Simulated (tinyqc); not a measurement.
Inside a calculation. Model: two-diode model of a solar cell.

Program tinyqc, `OMP_NUM_THREADS=1 python tinyqc.py 2280135 2280136 out.jsonl`; Intel Xeon 2.30GHz, shared host, one thread, about 0.01 s. Printed values are rounded.

J is the current delivered and Vj = V + J Rs the junction voltage. J = X JL - J01 (exp(Vj/(n1 Vt)) - 1) - J02 (exp(Vj/(2 Vt)) - 1) - Vj/Rp. The photocurrent does not depend on voltage.

Inputs (values chosen for the exercise); values of the order met in cells of CIGS:
```
symbol,value,unit,meaning
T,298.15,K,temperature
JL,37.2,mA/cm^2,photocurrent at one sun
X,0.3,suns,concentration
J01,7.6e-15,A/cm^2,saturation current of the first diode
n1,1,,ideality factor of the first diode
Rs,0,ohm cm^2,series resistance
Rp,40000,ohm cm^2,shunt resistance
Pin,100,mW/cm^2,incident power at one sun
J02,3.8e-8,A/cm^2,saturation current of the second diode (ideality 2)
```

Constants: q = 1.602176634e-19 C, kB = 1.380649e-23 J/K, Vt = kB T/q. Results are converted to the units shown.

## Starting value

Vj = n1 Vt ln(X JL/J01), the open-circuit voltage of the J01 term alone.

Vj at the start = 0.719783 V

## Iteration 1: new Vj

Open circuit: J(Vj) = 0. G = -dJ/dVj = J01 exp(Vj/(n1 Vt))/(n1 Vt) + J02 exp(Vj/(2 Vt))/(2 Vt) + 1/Rp. Vj(new) = Vj + J/G.

J = -46.0658 mA/cm^2
G = 1.33052 S/cm^2
Vj after iteration 1 = 0.685161 V

## Iteration 2: new Vj

As before.

J = -15.2314 mA/cm^2
G = 0.569733 S/cm^2
Vj after iteration 2 = 0.658426 V

## Iteration 3: new Vj

As before.

J = -3.83299 mA/cm^2
G = 0.311420 S/cm^2
Vj after iteration 3 = 0.646118 V

## Course of the iteration

Stop when the step is below 1e-10 V, or after 80 iterations.

Course of the iteration:
```
iteration  Vj before the step (V)   step (V)
1                        0.719783    -0.0346
2                        0.685161    -0.0267
3                        0.658426    -0.0123
4                        0.646118   -1.98e-3
5                        0.644143   -4.31e-5
6                        0.644100   -1.99e-8
7                        0.644100  -4.22e-15
```

Converged in 7 iterations.

## Figures of merit

Jsc at V = 0, Voc at J = 0, the maximum power point where J (1 + 2 Rs G) = G Vj with G = -dJ/dVj; FF = Vmp Jmp/(Voc Jsc); efficiency Vmp Jmp/(X Pin). Empirical fill factor without parasitics FF0 = (v - ln(v + 0.72))/(v + 1), v = Voc/(n1 Vt).

Jsc = 11.16 mA/cm^2
Voc = 0.644100 V
Vmp = 0.522342 V
Jmp = 10.1545 mA/cm^2
FF = 0.737895
efficiency = 17.6803 %
FF0 = 0.836975

FF is 12 % below FF0. Removing one loss at a time changes the efficiency by: second diode +5.04, shunt +0.02 points.
